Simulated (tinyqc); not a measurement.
Nanowire ballistic transistor, top-of-the-barrier model: two steps of the calculation.

At the top of the source barrier, states moving towards the drain are filled by the source (Fermi level 0) and states moving back by the drain (Fermi level -q Vd); nothing scatters. U is the shift of the band edge there, set by the capacitances CG, CD and CS (the total) and by the charge. Parabolic one-dimensional subband; the source is grounded.

Values chosen for this exercise; mass and valleys close to those of a monolayer dichalcogenide:

| symbol | value | unit | meaning |
|---|---|---|---|
| T | 400 | K | temperature |
| m | 0.479 | m0 | effective mass |
| gv | 2 |  | valley degeneracy |
| eox | 3.9 |  | relative permittivity of the gate insulator |
| tox | 3.3 | nm | insulator thickness |
| d | 3 | nm | wire diameter |
| aG | 0.82 |  | gate control CG/CS |
| aD | 0.104 |  | drain control CD/CS |
| E0 | 0.39 | eV | band edge at the barrier top above the source Fermi level at zero bias |
| Vg | 0.5 | V | gate voltage |
| Vd | 0.5 | V | drain voltage |

Constants: q = 1.602176634e-19 C, kB = 1.380649e-23 J/K, hbar = 1.054571817e-34 J s, h = 6.62607015e-34 J s, m0 = 9.1093837015e-31 kg, Vt = kB T/q, eps0 = 8.8541878128e-14 F/cm where lengths are in cm. Results are converted to the units shown.

Problem 1. Density of states, capacitances and charge at zero bias. N0 = gv sqrt(2 m kB T/pi)/hbar, CG = 2 pi eps0 eox/ln(1 + 2 tox/d), CS = CG/aG, n0 = n at U = 0 and Vd = 0. eta1 = -(E0 + U)/Vt, eta2 = eta1 - Vd/Vt, n = (N0/2)[F_(-1/2)(eta1) + F_(-1/2)(eta2)], F_(-1/2)(x) = (1/sqrt(pi)) int_0^infinity u^(-1/2)/(1 + exp(u - x)) du. UL = -(aG Vg + aD Vd).

Give: N0; CG; CS; n0; UL.

Solution 1.

N0 = 7.428e6 cm^-1
CG = 1.865 pF/cm
CS = 2.275 pF/cm
n0 = 90.59 cm^-1
UL = -0.4620 eV

Problem 2. Current, mean velocity and share of the gate voltage. I = gv (2 q^2/h) Vt [ln(1 + exp eta1) - ln(1 + exp eta2)]. Mean velocity I/(q n). CQ = (q/Vt) dn/d(eta1); the band edge follows the gate as -dU/dVg = aG/(1 + CQ/CS).

converged U = -0.36551179 eV

Find: eta1; n; I; mean velocity; CQ; -dU/dVg.

Solution 2.

eta1 = -0.71043
n = 1.3700e6 cm^-1
I = 2.1352 uA
mean velocity = 9.7271e6 cm/s
CQ = 4.8405 pF/cm
-dU/dVg = 0.26216 eV/V

The carriers from the source are near degeneracy (eta1 = -0.710), and the mean velocity is 1.08 times vT = sqrt(2 kB T/(pi m)) = 8.98e6 cm/s.

Numbers from tinyqc (`OMP_NUM_THREADS=1 python tinyqc.py 2400161 2400162 out.jsonl`; about 0.04 s on one thread of a shared Intel Xeon 2.30GHz).
